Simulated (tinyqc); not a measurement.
From results to parameters: Hueckel model of a polar double bond. Computed by the program tinyqc.

Problem. A C=X pi bond in Hueckel theory has H_XX = alpha + h beta, H_CC = alpha and H_CX = k beta, with two electrons. Find h, k, the charge on carbon and the bond order.

x values of the two levels (E = alpha + x beta): 1.845610  -0.655610

Solution. The sum of the x values is h and their product is -k^2; the charge on carbon is h/sqrt(h^2 + 4k^2) and the bond order 2k/sqrt(h^2 + 4k^2).

h, k: 1.190  1.100
charge on carbon, bond order: 0.476  0.880
